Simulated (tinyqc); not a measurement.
Quasiparticle equation with a plasmon-pole self-energy for two band edges, step by step. Values are carried at full precision from step to step, so a last printed digit may differ when a step is redone from the rounded ones.

For each edge E = e + X + Sc(E), with the correlation part Sc(E) = A[0]/(E - a + w) + A[1]/(E - b - w); a and b are the valence and conduction energies that enter the Green function (a = ev, b = ec in the one-shot scheme). Z = 1/(1 - dSc/dE), dSc/dE = -A[0]/(E - a + w)^2 - A[1]/(E - b - w)^2.

Values chosen for the exercise (scales of the order of those of SiC; not measured data):
```
symbol  value         unit  meaning
ev      0             eV    mean-field valence top
ec      2.25          eV    mean-field conduction edge
w       20.8          eV    pole energy
Av      (56, 33)      eV^2  weights of the valence state on the hole and electron poles
Ac      (22.3, 60.2)  eV^2  the same for the conduction state
Xv      -1.65         eV    exchange minus the mean-field potential, valence
Xc      2.59          eV    the same, conduction
```

## Linearised one-shot correction

Evaluate Sc and its slope at the mean-field energy; E = e + Z (X + Sc).

Terms:
```
edge        Sc (eV)   dSc/dE       Z  X + Sc (eV)   E (eV)
valence      1.2606  -0.1915  0.8392      -0.3894  -0.3268
conduction  -1.9268  -0.1811  0.8467       0.6632   2.8115
```

gap = 3.1383 eV
gap with Z = 1 = 3.3026 eV

The gap opens by 0.888 eV, 37 % of it by lowering the valence top. Setting Z = 1 would overshoot by 0.164 eV. X and Sc have opposite signs and are each larger than the sum they leave, so both must be converged well.

## Solving the equation for the conduction edge

Newton steps on f(E) = E - ec - Xc - Sc(E) from E = ec; the first step is the linearised result.

Iterates:
```
step   E (eV)   Sc (eV)     f (eV)
0     2.25000  -1.92677  -0.663231
1     2.81153  -2.03008   0.001607
2     2.81017  -2.02983   0.000000
3     2.81017  -2.02983   0.000000
```

The linearisation errs by +1.4 meV, as the shift is only 0.027 of the pole energy.

## All solutions for the valence state

Multiplying out gives a cubic; give its three roots and their weights Z.

roots (eV): -23.455  -0.326  24.381

weights: 0.1116  0.8375  0.0509

The weights add up to 1. The satellite below lies 23.13 eV from the main peak, 11 % more than w: this scheme places plasmon satellites too far out, and gives one where a cumulant form gives a series.

## Updating the energies in the Green function

Solve both equations exactly, put the results in place of a and b, and repeat five times; w is kept.

Cycles (eV):
```
cycle       Ev      Ec     gap
1      -0.3264  2.8102  3.1366
2      -0.3348  2.8672  3.2020
3      -0.3329  2.8737  3.2066
4      -0.3324  2.8745  3.2069
5      -0.3323  2.8746  3.2070
```

The update moves the gap by +70 meV from the one-shot value; each cycle shrinks the change to about 0.07 of the one before.

## Checks

- Sum of the weights of the three roots: both 1.000000.
- Newton result against the root by bisection (eV): both 2.81017.

tinyqc: `OMP_NUM_THREADS=1 python tinyqc.py 1851277 1851278 out.jsonl`; about 0.01 s, one thread, shared Intel(R) Xeon(R) Processor @ 2.30GHz.
